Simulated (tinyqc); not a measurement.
# MOSFET in the linear regime without short-channel effects, parameter extraction from computed curves: what changes with what

Inversion charge Q = Cox n Vt W0(exp((Vg - VT)/(n Vt))), W0 the Lambert function and n = nf; u = Q/Cox; mobility mu = mu0/(1 + th1 u + th2 u^2); channel resistance Rch = (L - dL)/(W mu Q); Id = Vd/(Rch + Rsd/W). Cox = eps0 eox/tox. Small Vd, no channel-length or drain effects.

Parameters, values chosen for the exercise; channel values of the order met in silicon transistors: temperature T = 300 K; relative permittivity of the gate insulator (close to silicon dioxide) eox = 3.9; insulator thickness tox = 1.9 nm; low-field mobility mu0 = 180 cm^2/(V s); first mobility attenuation factor th1 = 0.77 1/V; second mobility attenuation factor th2 = 0.28 1/V^2; threshold voltage VT = 0.51 V; body factor nf = 1.48; gate width W = 1 um; drawn gate length L = 0.42 um; drawn less effective length dL = 0.004 um; source plus drain resistance Rsd = 100 ohm um; drain voltage Vd = 0.01 V.

Constants: q = 1.602176634e-19 C, kB = 1.380649e-23 J/K, Vt = kB T/q, eps0 = 8.8541878128e-14 F/cm where lengths are in cm. Results are converted to the units shown.

Each table varies one quantity; the others keep the values above.

## Extraction methods against the source plus drain resistance

From the continuous curve Id(Vg): tangent at peak gm (V_ext = Vg - Id/gm); constant current Id = 0.1 uA W/L; peak of d2Id/dVg2; Y = Id/sqrt(gm) drawn through Vg = VT + 0.6 and VT + 0.8 V, with intercept VT_Y and slope s. Mobilities gm,max L/(W Cox Vd) and s^2 L/(W Cox Vd) with the drawn L. Last column: share of Rsd/W in the total resistance at VT + 0.8 V.

Results:

| Rsd (ohm um) | V_ext (V) | constant current (V) | second derivative (V) | VT_Y (V) | mobility from gm (cm^2/(V s)) | mobility from Y (cm^2/(V s)) | series share (%) |
|---|---|---|---|---|---|---|---|
| 0 | 0.500 | 0.533 | 0.496 | 0.622 | 115 | 222 | 0 |
| 50 | 0.499 | 0.533 | 0.495 | 0.622 | 113 | 222 | 1.60 |
| 200 | 0.497 | 0.533 | 0.495 | 0.622 | 110 | 222 | 6.12 |
| 400 | 0.494 | 0.534 | 0.493 | 0.622 | 107 | 222 | 11.5 |
| 800 | 0.488 | 0.534 | 0.491 | 0.622 | 100 | 222 | 20.7 |
| 1500 | 0.481 | 0.536 | 0.488 | 0.622 | 91.7 | 222 | 32.8 |

Estimate the missing row, Rsd = 100 ohm um.

Computed row:

| Rsd (ohm um) | V_ext (V) | constant current (V) | second derivative (V) | VT_Y (V) | mobility from gm (cm^2/(V s)) | mobility from Y (cm^2/(V s)) | series share (%) |
|---|---|---|---|---|---|---|---|
| 100 | 0.498 | 0.533 | 0.495 | 0.622 | 112 | 222 | 3.16 |

With this row back in the table: The model has VT = 0.51 V and mu0 = 180 cm^2/(V s). Over the table the extracted thresholds move by 19 mV (tangent), 2.6 mV (constant current), 7.5 mV (second derivative), under 0.5 mV (Y function). The mobility from gm falls from 115 to 91.7 and that from Y stays near 222 cm^2/(V s). Y cancels the series resistance, which multiplies Id and sqrt(gm) by the same factor.

## Extraction methods against the drawn gate length

Same model as above.

Results:

| L (um) | V_ext (V) | constant current (V) | second derivative (V) | VT_Y (V) | mobility from gm (cm^2/(V s)) | mobility from Y (cm^2/(V s)) | series share (%) |
|---|---|---|---|---|---|---|---|
| 0.03 | 0.480 | 0.526 | 0.488 | 0.622 | 104 | 254 | 34.3 |
| 0.13 | 0.495 | 0.532 | 0.494 | 0.622 | 110 | 227 | 9.71 |
| 0.27 | 0.497 | 0.533 | 0.495 | 0.622 | 112 | 223 | 4.85 |
| 0.56 | 0.499 | 0.533 | 0.495 | 0.622 | 113 | 221 | 2.38 |
| 1.2 | 0.499 | 0.533 | 0.495 | 0.622 | 113 | 220 | 1.12 |
| 2.4 | 0.500 | 0.534 | 0.496 | 0.622 | 113 | 220 | 0.563 |
| 5 | 0.500 | 0.534 | 0.496 | 0.622 | 113 | 220 | 0.271 |

Estimate the missing row, L = 0.062 um.

Computed row:

| L (um) | V_ext (V) | constant current (V) | second derivative (V) | VT_Y (V) | mobility from gm (cm^2/(V s)) | mobility from Y (cm^2/(V s)) | series share (%) |
|---|---|---|---|---|---|---|---|
| 0.062 | 0.489 | 0.530 | 0.492 | 0.622 | 108 | 235 | 18.9 |

With this row back in the table: The model has VT = 0.51 V and mu0 = 180 cm^2/(V s). Over the table the extracted thresholds move by 19 mV (tangent), 7.5 mV (constant current), 8.0 mV (second derivative), under 0.5 mV (Y function). The mobility from gm rises from 104 to 113 and that from Y falls from 254 to 220 cm^2/(V s).

Computed by the program tinyqc: `OMP_NUM_THREADS=1 python tinyqc.py 2210002 2210003 out.jsonl`, one thread of a shared Intel Xeon 2.30GHz, about 0.01 s for the whole run.
